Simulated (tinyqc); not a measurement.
Five-level k.p model folded onto the conduction band: sweeps and comparisons. A value that a table varies takes the place of the one given here.

For k along z and one spin sector the level c couples to four states. With c0 = hbar^2/2m0, P = sqrt(Ep c0), P2 = sqrt(Ep2 c0): diagonal Eg + (1 + Cm) c0 k^2 for c, and 0, -Dso, E7 + D2, E7 for lh, so, G8 up, G7 up (their own dispersion is left out); couplings of c: sqrt(2/3) P k to lh, sqrt(1/3) P k to so, sqrt(2/3) P2 k to G8 up, sqrt(1/3) P2 k to G7 up (phases chosen real).

Expanding E = H_cc + S(E) about Eg in powers of k^2, with s_n = sum_j H_cj^2/(Eg - H_jj)^n: order k^2: e2 = (1 + Cm) c0 k^2 + s1; order k^4: e4 = -s2 e2; order k^6: e6 = s3 e2^2 + s2^2 e2.

Second-order sums for the lowest conduction level at E: 1/m = 1 + Cm + (Ep/3)(2/E + 1/(E + Dso)) - (Ep2/3)(2/(E7 + D2 - E) + 1/(E7 - E)); g/2 = 1 + Cg - (Ep/3)(1/E - 1/(E + Dso)) - (Ep2/3)(1/(E7 - E) - 1/(E7 + D2 - E)). E is counted from the top of the valence band; E = Eg at the edge.

Constants: hbar^2/2m0 = 3.80998211 eV angstrom^2.

Values chosen for the exercise (near those of InAs; the results hold for these values, not for the real material):
- Eg = 0.414 eV (gap at Gamma to the s-like level)
- Dso = 0.382 eV (spin-orbit splitting)
- Ep = 22 eV (Kane energy)
- E7 = 4.45 eV (upper Gamma7 conduction level, from the valence top)
- D2 = 0.17 eV (its spin-orbit splitting, Gamma8 above Gamma7)
- Ep2 = 2.7 eV (Kane energy to the upper levels)
- Cm = -1 (remote term in 1/m)
- Cg = -0.02 (remote term in g/2)

## How far the series holds

Energies from Eg; Pk/Eg measures the coupling.

Levels (eV):
```
k (1/angstrom)  Pk/Eg  to k^2   to k^4  to k^6   exact
0.0068          0.150  0.0077   0.0076  0.0076  0.0076
0.0155          0.343  0.0403   0.0367  0.0373  0.0372
0.0242          0.535  0.0982   0.0768  0.0862  0.0830
0.0329          0.728  0.1814   0.1086  0.1678  0.1390
0.0417          0.922  0.2914   0.1036  0.3491  0.2019
0.0504          1.115  0.4257   0.0248  0.7903  0.2681
0.0591          1.307  0.5854  -0.1726  1.8176  0.3367
0.0678          1.499  0.7704  -0.5425  3.9942  0.4070
```

Within 2 % of the exact level stay: the k^2 term up to Pk/Eg = 0.15, the sum to k^4 up to Pk/Eg = 0.34, the sum to k^6 up to Pk/Eg = 0.34. In the last row the errors are +363, -949 and +3587 meV: higher orders make it worse, since the series in k^2 converges only for Pk below about Eg/2 in the two-level limit E = Eg/2 + sqrt(Eg^2/4 + P^2 k^2).

## Mass and g factor above the band edge

The sums are evaluated at E = Eg + dE, as is done for confined or hot electrons.

Results:
```
dE (meV)    m(E)     g(E)  m(E)/m(Eg)  1 + dE/Eg
0         0.0227  -15.059      1.0000     1.0000
10        0.0232  -14.452      1.0221     1.0242
25        0.0240  -13.603      1.0552     1.0604
50        0.0252  -12.331      1.1103     1.1208
75        0.0265  -11.213      1.1653     1.1812
99        0.0277  -10.262      1.2180     1.2391
149       0.0302   -8.590      1.3275     1.3599
```

Over 149 meV the mass grows by 32.8 %, against 36.0 % for two levels alone, and g moves from -15.059 to -8.590, towards the free value 2.

## Six materials (three-level Kane formulas for mass and g factor)

1/m = 1 + (Ep/3)(2/Eg + 1/(Eg + Dso)), g = 2 - (2 Ep/3)(1/Eg - 1/(Eg + Dso)). The inputs are values chosen for the exercise.

Results:
```
case         Eg (eV)  Dso (eV)  Ep (eV)  m (m0)        g   Eg/Ep
A near GaSb    0.814     0.746     27.2  0.0344   -8.653  0.0299
B near GaAs    1.540     0.346     25.5  0.0604   -0.025  0.0604
C near InSb    0.237     0.825     23.6  0.0134  -49.571  0.0100
D near Ge      0.909     0.287     25.9  0.0367   -2.558  0.0351
E near InP     1.440     0.109     20.8  0.0662    1.322  0.0692
F near GaP     2.850     0.080     31.4  0.0839    1.799  0.0908
```

The mass follows the gap: m/(Eg/Ep) lies between 0.92 and 1.33, while m itself spans a factor of 6.3. The order by mass differs from the order by gap. g is negative for A, B, C and D; it needs Ep Dso > 3 Eg (Eg + Dso). Where g is small, two larger terms cancel: 5 % in Ep moves g by (2 - g)/20, and the levels left out move it by tenths. Remote bands, left out here, make real masses heavier, by up to a half in the wider-gap crystals. All rows are for the Gamma valley, which is not the lowest one in GaP and Ge.

## What each parameter does

Mass and g at E = Eg. Each row changes one parameter from the base and keeps the others.

Results:
```
case            m (m0)         g
base           0.02273  -15.0593
Eg = 0.455 eV  0.02479  -12.7699
Dso = 0.42 eV  0.02295  -15.8988
Ep = 24.2 eV   0.02064  -16.7594
E7 = 4.895 eV  0.02270  -15.0560
D2 = 0.153 eV  0.02273  -15.0576
Ep2 = 2.97 eV  0.02277  -15.0611
```

The largest shifts from the base row, up to three for each result and ties (the steps differ in size, so this ranks the rows, not the parameters). m (m0): Ep -0.00209, Eg +0.00206, Dso +0.00022; unchanged at the printed digits by D2. g: Eg +2.2894, Ep -1.7001, Dso -0.8395.

(tinyqc, `OMP_NUM_THREADS=1 python tinyqc.py 1050217 1050218 out.jsonl`, Intel(R) Xeon(R) Processor @ 2.30GHz, 1 thread, shared host, about 0.01 s.)
